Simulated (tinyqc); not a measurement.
From results back to parameters: band gaps under pressure and temperature from deformation potentials. Three cases, with inputs chosen for the exercise.

Problem. A gap falls from its value at 0 K by aV T^2/(T + bV). The falls at two temperatures are given.

Case 1.

Values chosen (out of a larger set: near those of InAs, the X and L potentials typical of such crystals; not measured data): T12 = (77, 150) K (two temperatures).

falls at the two temperatures (meV): 8.826125  23.674699

Case 2.

Values chosen (out of a larger set: near those of Si, the X and L potentials typical of such crystals; not measured data): T12 = (77, 400) K (two temperatures).

falls at the two temperatures (meV): 12.134482  122.480620

Case 3.

Values chosen (out of a larger set: near those of Ge, the X and L potentials typical of such crystals; not measured data): T12 = (200, 300) K (two temperatures).

falls at the two temperatures (meV): 47.650728  88.760757

Find: T^2/fall; aV; bV.

Solution. T^2/fall = (T + bV)/aV is a straight line in T with slope 1/aV and intercept bV/aV.

Case 1.

T^2/fall (K^2/meV): 671.8  950.4

aV = 0.262 meV/K
bV = 99 K

Case 2.

T^2/fall (K^2/meV): 488.6  1306.3

aV = 0.395 meV/K
bV = 116 K

Case 3.

T^2/fall (K^2/meV): 839.4  1014.0

aV = 0.573 meV/K
bV = 281 K

Computed by tinyqc, one run a case: `OMP_NUM_THREADS=1 python tinyqc.py N N+1 out.jsonl` with N = 1050241, 1050299, 1050309; one thread of a shared Intel(R) Xeon(R) Processor @ 2.30GHz, about 0.01 s a run at most.
